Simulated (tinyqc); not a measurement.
Smearing for a one-band metal on the simple cubic lattice: sweeps and comparisons. A value that a table varies takes the place of the one given here.

Lattice vectors (units of a): a1 = (1, 0, 0), a2 = (0, 1, 0), a3 = (0, 0, 1). E(k) = -t A_1(k) - t2 A_2(k), A_m the sum of cos(k . R) over the 6 nearest and 12 second lattice vectors. Mesh k = sum (j_i/N) b_i, j_i = 0 .. N-1.

With x = (E_k - mu)/sigma: Fermi-Dirac f = 1/(1 + exp(x)), s = -f ln f - (1 - f) ln(1 - f); Gaussian f = erfc(x)/2, s = exp(-x^2)/(2 sqrt(pi)); Methfessel-Paxton (first order) f = erfc(x)/2 - x exp(-x^2)/(2 sqrt(pi)), s = (1 - 2 x^2) exp(-x^2)/(4 sqrt(pi)); cold (Marzari-Vanderbilt) with y = x + 1/sqrt(2), f = erfc(y)/2 + exp(-y^2)/sqrt(2 pi), s = y exp(-y^2)/sqrt(2 pi). With weights w = points/N^d (d the dimension), mu solves 2 sum w f = ne; E = 2 sum w f E_k, S = 2 sum w s, F = E - sigma S.

With x = (E_k - mu)/sigma: Gaussian f = erfc(x)/2, s = exp(-x^2)/(2 sqrt(pi)); Methfessel-Paxton (first order) f = erfc(x)/2 - x exp(-x^2)/(2 sqrt(pi)), s = (1 - 2 x^2) exp(-x^2)/(4 sqrt(pi)). With weights w = points/N^d (d the dimension), mu solves 2 sum w f = ne; E = 2 sum w f E_k, S = 2 sum w s, F = E - sigma S.

With x = (E_k - mu)/sigma: Methfessel-Paxton (first order) f = erfc(x)/2 - x exp(-x^2)/(2 sqrt(pi)), s = (1 - 2 x^2) exp(-x^2)/(4 sqrt(pi)). With weights w = points/N^d (d the dimension), mu solves 2 sum w f = ne; E = 2 sum w f E_k, S = 2 sum w s, F = E - sigma S.

Parameters, chosen for this exercise: t = 0.98 eV (nearest hopping); t2 = 0 eV (second hopping); ne = 1.57 (electrons per cell); N = 6 (unshifted mesh); sigma = 0.098 eV (width).

## Error of each scheme against the width

All on the dense mesh N = 40. The reference is F of first-order Methfessel-Paxton smearing with sigma = 0.05 t on the mesh N = 40; it moves by 0.03 meV on the mesh N = 50; in three dimensions such meshes can agree by chance and the reference may be off by about 1 meV, so smaller errors are not resolved.

Errors (meV per cell):

| sigma (eV) | FD F | FD (E+F)/2 | Gauss F | Gauss (E+F)/2 | MP F | cold F |
|---|---|---|---|---|---|---|
| 0.098 | -4.44 | -0.22 | -0.77 | -0.06 | -0.06 | -0.05 |
| 0.147 | -9.63 | -0.40 | -1.63 | -0.12 | -0.12 | -0.08 |
| 0.196 | -16.72 | -0.71 | -2.79 | -0.17 | -0.16 | -0.05 |
| 0.294 | -36.28 | -1.74 | -6.01 | -0.27 | -0.25 | 0.08 |
| 0.392 | -62.62 | -3.48 | -10.43 | -0.43 | -0.38 | 0.29 |
| 0.588 | -133.85 | -9.70 | -22.70 | -0.97 | -0.82 | 1.04 |
| 0.784 | -227.04 | -20.95 | -39.33 | -1.87 | -1.52 | 2.29 |

reference = -1.40797 eV

How do the results move?

Doubling sigma from 0.196 to 0.392 eV multiplies the error of F by 3.7 (Fermi-Dirac) and 3.7 (Gaussian); a pure sigma^2 term would give 4. At the smallest width Fermi-Dirac errs 5.8 times as much as Gaussian, against 2 pi^2/3 = 6.6 for the ratio of the sigma^2 terms at equal sigma. At the largest width the sizes of the errors rank MP F 1.5, Gauss (E+F)/2 1.9, cold F 2.3, FD (E+F)/2 21.0, Gauss F 39.3, FD F 227.0 meV; below about 1 meV this order, and the ratios at the smallest width, carry the noise of the mesh.

## Mesh against width

Gaussian smearing, (E + F)/2. The reference is F of first-order Methfessel-Paxton smearing with sigma = 0.05 t on the mesh N = 40; it moves by 0.03 meV on the mesh N = 50; in three dimensions such meshes can agree by chance and the reference may be off by about 1 meV, so smaller errors are not resolved.

Errors (meV per cell):

| N | sigma = 0.05 t | sigma = 0.15 t | sigma = 0.4 t |
|---|---|---|---|
| 4 | 71.96 | 65.53 | 49.45 |
| 6 | 19.00 | 15.54 | 6.95 |
| 8 | 6.37 | 4.32 | 0.72 |
| 12 | 4.27 | 3.31 | 1.14 |
| 16 | 1.16 | 1.05 | -0.25 |
| 24 | 0.69 | 0.29 | -0.42 |

reference = -1.40797 eV

What can be read from the table?

First N from which the value stays within 2 meV of its last entry (which need not be the best one): 16 for sigma = 0.05 t, 16 for sigma = 0.15 t, 8 for sigma = 0.4 t. At the last mesh the errors are +0.69, +0.29 and -0.42 meV. The widest smearing converges sooner with the mesh than the narrowest, at the price of a bias that the last row shows. The smallest error belongs to 0.05 t on 0, 0.15 t on 1, 0.4 t on 5 of the 6 meshes.

## What moves the results of Methfessel-Paxton (first order) smearing

All sums formed anew. Each row changes one parameter from the base and keeps the others.

Results:

| case | mu (eV) | E (eV) | S | F (eV) |
|---|---|---|---|---|
| base | 1.9603 | -1.3872 | 0.0353 | -1.3907 |
| N = 12 | 1.9364 | -1.4031 | 0.0113 | -1.4043 |
| sigma = 0.196 eV | 1.9605 | -1.3872 | 0.0353 | -1.3942 |
| ne = 1.67 | 2.0151 | -1.1912 | 0.0095 | -1.1922 |
| t2 = 0.098 eV | 2.0656 | -1.2769 | 0.0308 | -1.2800 |
| t = 1.078 eV | 2.1563 | -1.5260 | 0.0353 | -1.5294 |

How do the results move?

The largest shifts from the base row, up to three for each result and ties (the steps differ in size, so this ranks the rows, not the parameters). mu (eV): t +0.1960, t2 +0.1053, ne +0.0548. E (eV): ne +0.1960, t -0.1387, t2 +0.1103; unchanged at the printed digits by sigma. S: ne -0.0258, N -0.0239, t2 -0.0045; unchanged at the printed digits by sigma and t. F (eV): ne +0.1985, t -0.1387, t2 +0.1107.

(tinyqc, `OMP_NUM_THREADS=1 python tinyqc.py 1682256 1682257 out.jsonl`, Intel(R) Xeon(R) Processor @ 2.30GHz, 1 thread, shared host, about 0.2 s.)
